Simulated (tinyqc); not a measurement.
Six-transistor SRAM cell, nodal equations and margins: course of the iteration: node voltages in a read by Newton steps.

Two cross-coupled inverters (pull-down bn, pull-up bp) hold the nodes Q and QB; access transistors (ba, threshold VTn, gate on the word line at Vdd when selected) join them to the bit lines. Transistor (EKV form, voltages against the body): I = 2 n b Vt^2 [F(vp - Vs) - F(vp - Vd)] from drain to source, F(v) = ln^2(1 + exp(v/(2 Vt))), vp = (Vg - VT + sg |Vd - Vs|)/n. n-channel bodies are at 0; for the p-channel device all voltages are counted down from Vdd. b in uA/V^2 gives I in uA. For an access transistor the bit line is the drain and the node the source. In a read both bit lines are at Vdd. The cell is symmetric (no mismatch).

F1 = In(gate QB, drain Q) - Ip(gate QB, drain Q) - Ia(bit line, Q), F2 the same with Q and QB exchanged; J by central differences with +/- 1e-6 V; solve J d = -F, limit each component to +/- 0.15 V and add.

Stop when the largest change of (Q, QB) is below 1e-9 V, or after 30 iterations. The rule counts as met only at the stable state with Q low.

Inputs (values chosen for the exercise): temperature T = 250 K; supply voltage Vdd = 0.5 V; slope factor n = 1.36; drain-induced barrier lowering sg = 0.037; n-channel threshold VTn = 0.25 V; p-channel threshold (magnitude) VTp = 0.36 V; gain factor of the pull-down transistor bn = 540 uA/V^2; gain factor of the access transistor ba = 220 uA/V^2; gain factor of the pull-up transistor bp = 160 uA/V^2.

Constants: q = 1.602176634e-19 C, kB = 1.380649e-23 J/K, Vt = kB T/q. Results are converted to the units shown.

(Q, QB) at the start (V): Q 0.170000, QB 0.230000

Course of the iteration:
```
iteration     Q (V)  largest |change| of one entry (V)
1          0.202644                             0.0355
2          0.214692                             0.0120
3          0.204183                             0.0105
4          0.202744                            1.98e-3
5          0.202923                            1.79e-4
6          0.202922                            6.78e-7
7          0.202922                           2.03e-11
```

Did this iteration meet its convergence test, and what does its course show?

No. The steps settle on Q = QB = 0.2029 V. There det J is negative, so this is the unstable balance point of the latch, not a stored state. A rerun from (0, Vdd) converges in 5 iterations to Q = 0.03320 V, QB = 0.5000 V.

Program tinyqc, `OMP_NUM_THREADS=1 python tinyqc.py 2340066 2340067 out.jsonl`; Intel Xeon 2.30GHz, shared host, one thread, about 0.1 s.
